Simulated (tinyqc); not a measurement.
Ten-year voltage from two stress tests.

Inverse problem. Lifetimes follow tau = t0 exp(B/Vd). Ten years are 3.15576e8 s. Find B, t0 and the drain voltage for ten years.

lifetimes at Vd = 2.8 and 3.1 V (s): 77000  7341.73365

Answer. ln(tau) is linear in 1/Vd.

B = 68.00 V
t0 = 2.184e-6 s
ten-year voltage = 2.086 V

Numbers from tinyqc (`OMP_NUM_THREADS=1 python tinyqc.py 2550076 2550077 out.jsonl`; about 0.01 s on one thread of a shared Intel Xeon 2.30GHz).
